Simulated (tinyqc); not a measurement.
Thin-body transistor below threshold, two-dimensional Poisson equation on a small mesh: two steps of the calculation.

A thin body on a thick buried insulator of low permittivity, taken as carrying no normal field at the bottom of the body (row 0). Mobile charge is neglected (subthreshold), the body is fully depleted, and potentials are counted from the intrinsic level; rows run upward to the gate, columns from source to drain.

Inputs (values chosen for the exercise); semiconductor permittivity close to that of germanium:
```
symbol,value,unit,meaning
eps_r,16,,relative permittivity of the semiconductor
eox,3.9,,relative permittivity of the insulator
tb,6,nm,body thickness
tox,2,nm,insulator thickness
L,35,nm,channel length
Na,3e18,cm^-3,acceptor density of the depleted body
```

Constants: q = 1.602176634e-19 C, eps0 = 8.8541878128e-14 F/cm where lengths are in cm. Results are converted to the units shown.

Question 1. Coefficients of the five-point equations. Mesh: rows i = 0..1 in the semiconductor (step hs = tb/1, row 1 on the interface), then 1 step(s) ho = tox/1 up to the gate row 2; columns j = 0..4 (step hy = L/4). Box integration, divided by eps0: up_i = eps hy/h of the interval above row i, dn_i = that of the interval below (0 for row 0), lat_i = (sum of eps h/2 over the intervals above and below)/hy, s_i = -q Na w_i hy/eps0 with w_i the semiconductor height of the box (hs/2 for row 0 and the interface row, hs between, 0 in the insulator). Each free node obeys (up + dn + 2 lat) psi = up psi(above) + dn psi(below) + lat [psi(left) + psi(right)] + s.

Find: up; dn; lat; s.

Answer 1.

```
row      up      dn     lat    s (V)
0    23.333       0  5.4857  -1.4250
1    17.062  23.333  5.9314  -1.4250
```

Question 2. Direct solution. Solve A psi = b.

A:
```
            (0,1)       (0,2)       (0,3)       (1,1)       (1,2)       (1,3)
(0,1)   34.304762   -5.485714    0.000000  -23.333333    0.000000    0.000000
(0,2)   -5.485714   34.304762   -5.485714    0.000000  -23.333333    0.000000
(0,3)    0.000000   -5.485714   34.304762    0.000000    0.000000  -23.333333
(1,1)  -23.333333    0.000000    0.000000   52.258690   -5.931429    0.000000
(1,2)    0.000000  -23.333333    0.000000   -5.931429   52.258690   -5.931429
(1,3)    0.000000    0.000000  -23.333333    0.000000   -5.931429   52.258690
```

b (V): (0,1) 1.3178658, (0,2) -1.4249913, (0,3) 4.0607229, (1,1) 0.8582229, (1,2) -2.1074913, (1,3) 3.8239372

Wanted: psi at the free nodes.

Answer 2.

psi at the free nodes (V): (0,1) 0.06850, (0,2) -0.00376, (0,3) 0.23876, (1,1) 0.04511, (1,2) -0.01670, (1,3) 0.17789

Numbers from tinyqc (`OMP_NUM_THREADS=1 python tinyqc.py 2480082 2480083 out.jsonl`; about 0.09 s on one thread of a shared Intel Xeon 2.30GHz).
